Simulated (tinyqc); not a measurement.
Worked calculation: Cabrera-Mott growth of a thin oxide under its own electric field. Computed by tinyqc, a small Python program that keeps every step. Command: `OMP_NUM_THREADS=1 python tinyqc.py 3023266 3023267 out.jsonl cabrera walk`. One thread of a shared host (Intel(R) Xeon(R) Processor @ 2.30GHz), about 0.02 s of CPU time with the checks. Intermediate numbers are printed to about 6 digits and carried at full precision; extremes and crossings named in words are read from the listed rows.

Electrons cross the film freely and set a fixed potential V across it; the field V/x lowers the barrier for ions entering the oxide.

Inputs (values chosen for the exercise, for a model metal):

| quantity | value | unit |
|---|---|---|
| barrier W | 1.62 | eV |
| Mott potential V | 1.4 | V |
| ion charge number z | 2 | - |
| half jump distance b | 1.9 | angstrom |
| prefactor u0 = N Omega nu | 1.4e+13 | angstrom/s |
| temperature T | 450 | K |
| starting thickness x0 | 5 | angstrom |
| time t | 120000 | s |

Backward hops: kept.

Constants: k_B = 8.617333262e-05 eV/K.

## Scales

u = u0 exp(-W/(k_B T)), X1 = z b V/(k_B T) with V in volts and k_B T in eV; dx/dt = 2 u sinh(X1/x).

u = 1.00676e-05 angstrom/s

X1 = 137.191 angstrom

## Field and rate at the start

Field E = V/x; the barrier is lowered by z b V/x.

field = 28 MV/cm

barrier lowering = 1.064 eV

rate = 8.30237e+06 angstrom/s

## Thickness after time t

t(x) = int_(x0)^x dx / (dx/dt) by Gauss-Legendre quadrature (80 points on each side of (x0 + 2 x)/3), solved for x.

thickness x = 56.2646 angstrom

rate at time t = 1.14433e-04 angstrom/s

field at time t = 2.48824 MV/cm

X1/x = 2.44: the field still helps, moderately. Caution: the starting field or rate is formal: the first layers form as fast as oxygen arrives.

## Limiting thickness

Growth counts as stopped when u exp(X1/x) falls to 1e-5 angstrom/s: x_L = X1/ln(1e-5/u), defined while u is below that rate; the critical temperature is T_c = W/(k_B ln(u0/1e-5)).

Limiting thickness x_L: none: u exceeds the rate

critical temperature T_c = 449.927 K

T is above T_c, so u exp(X1/x) never falls to that level.

## Growth over eight decades

Closed form for thin films (leading term of the integral): x solves (x^2/(u X1)) exp(-X1/x) = t.

Thickness:

| t (s) | x (angstrom) | 1/x (1/angstrom) | closed form (angstrom) |
|---|---|---|---|
| 1.00e+00 | 12.026 | 0.0831500 | 11.892 |
| 1.00e+01 | 14.512 | 0.0689091 | 14.289 |
| 1.00e+02 | 18.145 | 0.0551113 | 17.744 |
| 1.00e+03 | 23.855 | 0.0419201 | 23.049 |
| 1.00e+04 | 33.790 | 0.0295946 | 31.905 |
| 1.00e+05 | 53.849 | 0.0185706 | 48.436 |
| 1.00e+06 | 103.775 | 0.0096362 | 84.053 |
| 1.00e+07 | 256.282 | 0.0039020 | 174.227 |
| 1.00e+08 | 754.714 | 0.0013250 | 435.105 |

Per decade of time the film gains 2.5 angstrom at first and 500 at the end. The inverse-logarithmic law predicts -X1 d(1/x)/d ln t near 1; the rows give 0.85 at first and 0.15 at the end. The closed form misses by at most a factor 1.7, as it needs x well below X1 and above x0. In the last rows x grows as t^0.47, approaching the parabolic law x^2 = 4 u X1 t of weak fields. Caution: rows beyond about 10 nm exceed the range where electrons tunnel freely and hold a fixed Mott potential.

Checks made by the program: quadrature against adaptive integration (relative difference below 1e-10).
